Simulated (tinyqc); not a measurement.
Inside a calculation. Method: lattice vibrations of a chain. One step of it, computed by the program tinyqc.

Question. Frequencies. omega^2 are the eigenvalues; wavenumber = 521.4708 sqrt(eigenvalue) 1/cm.

D(q) (eV/(angstrom^2 u)):
```
                     1                    2
1             0.611404  -0.251464+0.365854i
2  -0.251464-0.365854i             0.932367
```

Give: eigenvalues; wavenumbers; weights |e|^2 of the mass-weighted modes.

Answer.

eigenvalues: 0.300  1.244

wavenumbers (1/cm): 285.5  581.6

weights |e|^2 of the mass-weighted modes:
```
        mode 1  mode 2
atom 1   0.670   0.330
atom 2   0.330   0.670
```
